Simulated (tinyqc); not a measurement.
From results back to parameters: Shockley-Read-Hall recombination through one deep level. Two cases, with inputs chosen for the exercise.

Problem. Deep-level transient spectroscopy: the emission rate is en = gam sigma T^2 exp(-dE/kB T), dE = Ec - Et. Two rates were computed from hidden dE and sigma.

Constants: kB = 8.617333262e-05 eV/K.

Case 1.

Values chosen (out of a larger set: gap and densities of states near those of InP at this temperature; not measured data): gam = 1.3e+20 1/(cm^2 s K^2) (vth Nc/T^2, which does not depend on T); T1 = 377 K; T2 = 426 K.

en(T1) = 0.0712635 1/s
en(T2) = 1.43493 1/s

Case 2.

Values chosen (out of a larger set: gap and densities of states near those of GaN at this temperature; not measured data): gam = 4.6e+20 1/(cm^2 s K^2) (vth Nc/T^2, which does not depend on T); T1 = 375 K; T2 = 432 K.

en(T1) = 62.1182 1/s
en(T2) = 1951.63 1/s

Find: ln(en/T^2) at T1 and T2; dE; sigma.

Solution. ln(en/T^2) against 1/T is a line of slope -dE/kB and intercept ln(gam sigma); plotting ln en alone would overstate dE by about 2 kB T.

Case 1.

ln(en/T^2) at T1 and T2: -14.5059  -11.7478

dE = 0.779 eV
sigma = 1.0e-16 cm^2

Case 2.

ln(en/T^2) at T1 and T2: -7.7248  -4.5604

dE = 0.775 eV
sigma = 2.5e-14 cm^2

Computed by tinyqc, one run a case: `OMP_NUM_THREADS=1 python tinyqc.py N N+1 out.jsonl` with N = 1680076, 1680090; one thread of a shared Intel(R) Xeon(R) Processor @ 2.30GHz, about 0.01 s a run at most.
